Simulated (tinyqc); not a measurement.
Inside a calculation. Model: correction of a charged-defect supercell by a model charge and potential alignment (plane-averaged potentials). Computed by tinyqc, a small Python program that keeps every step. Command: `OMP_NUM_THREADS=1 python tinyqc.py 3110112 3110113 out.jsonl align walk`. One thread of a shared host (Intel(R) Xeon(R) Processor @ 2.30GHz), about 0.01 s of CPU time with the checks. Intermediate numbers are printed to about 6 digits and carried at full precision; extremes and crossings named in words are read from the listed rows.

The "true" defect charge is (1 - x) q in a Gaussian of width sigma plus x q in one of width sigma_t, so the exact answer is known; the correction sees only a single model Gaussian of width sigma_m. A Gaussian of width s has the transform rho(G) = exp(-G^2 s^2/2), normalised to 1. A uniform background cancels q, so G = 0 is left out. Potentials are those felt by a unit positive charge. E_0 is the formation energy of the isolated defect, E_cell its value in the supercell, E_lat = E_iso - E_per of the model charge, C the true less the model potential far from the defect; the exact correction is E_0 - E_cell, and the error of a scheme is E_cell plus its correction less E_0.

Inputs (values chosen for the exercise, with screening close to that of diamond): defect charge q = 2 e; dielectric constant eps = 5.8; edge of the cubic cell L = 18.7 angstrom; width sigma of the true defect charge = 1.7 angstrom; width sigma_m of the model charge = 1.2 angstrom; share x of the charge in a wide tail = 0.34; width sigma_t of the tail = 3.2 angstrom; formation energy of the isolated defect E_0 = 3.85 eV.

Constants: e^2/(4 pi eps_0) = 14.39964548 eV angstrom.

## The supercell energy and its true error

Periodic energy E_per = (2 pi q^2/(eps L^3)) (e^2/(4 pi eps_0)) sum_(G != 0) rho(G)^2/G^2, G = (2 pi/L)(n1, n2, n3), |n_i| <= 16. Isolated energy: two Gaussians of charges q_a, q_b and widths a, b interact by q_a q_b (e^2/(4 pi eps_0 eps)) sqrt(2/pi)/sqrt(a^2 + b^2), and the self-energy is half the sum over pairs. Supercell value E_cell = E_0 + E_per - E_iso for the true charge.

E_iso, true charge = 1.30972 eV

E_per, true charge = 0.607753 eV

E_cell = 3.14803 eV

exact correction = 0.701970 eV

## Lattice energy of the model charge

E_lat = E_iso - E_per for the model charge; point-charge value alpha q^2 e^2/(4 pi eps_0 eps 2 L) with alpha = 2.837297.

E_iso, model = 2.33452 eV

E_per, model = 1.59488 eV

E_lat = 0.739645 eV

point-charge value = 0.753385 eV

## Plane-averaged potentials

Plane-averaged potential at distance z from the defect: V(z) = (4 pi q/(eps L^3)) (e^2/(4 pi eps_0 e)) sum_(m != 0) rho(G_m) cos(G_m z)/G_m^2, G_m = 2 pi m/L, |m| <= 40.

Potentials (V):
```
z/L   z (angstrom)       true      model  difference
0.00         0.000   0.146453   0.199509  -0.0530565
0.05         0.935   0.135556   0.178987  -0.0434304
0.10         1.870   0.106296   0.129292  -0.0229962
0.15         2.805   0.066574   0.071513  -0.0049381
0.20         3.740   0.024247   0.017939   0.0063077
0.25         4.675  -0.015443  -0.027890   0.0124471
0.30         5.610  -0.049727  -0.065426   0.0156986
0.35         6.545  -0.077246  -0.094622   0.0173759
0.40         7.480  -0.097284  -0.115477   0.0181928
0.45         8.415  -0.109442  -0.127990   0.0185480
0.50         9.350  -0.113515  -0.132161   0.0186456
```

The difference moves by 0.45 mV between z/L = 0.4 and 0.5: a plateau.

## Alignment and corrected energy

C = difference at z = L/2; E_corr = E_cell + E_lat - q C. For charges that have died out at L/2, C = (2 pi q/(eps L^3)) (e^2/(4 pi eps_0 e)) (<s^2> - sigma_m^2), <s^2> = (1 - x) sigma^2 + x sigma_t^2.

alignment C = 0.0186456 V

C, closed form = 0.0188407 V

E_corr = 3.85038 eV

error with alignment (rounded to 1e-4 meV) = 0.3832 meV

error without alignment = 37.6745 meV

error with the point-charge term alone = 51.4148 meV

error without correction = -701.970 meV

Errors are measured against E_0. Alignment cuts the error of the model charge from 38 to 0.38 meV.

## Errors against cell size

Schemes: none; point-charge term alpha q^2 e^2/(4 pi eps_0 eps 2 L), alpha = 2.837297; E_lat of the model; E_lat - q C with C at z = L/2.

Error against E_0 (meV):
```
L (angstrom)      none  point charge  model charge  model and alignment
13.1          -927.189       148.254       108.286              10.5408
15.9          -802.510        83.547        61.194               2.1539
18.7          -701.970        51.415        37.675               0.3832
22.4          -599.025        29.917        21.923               0.0315
```

Between the last two rows the uncorrected error scales as L^-0.88 and the point-charge remainder as L^-3.00. With alignment the error is +10.5 meV in the smallest cell and +0.03 meV in the largest.

Checks made by the program: E_lat against the point-charge value less 2 pi q^2 sigma_m^2 e^2/(4 pi eps_0 eps L^3) (relative difference 2e-07).
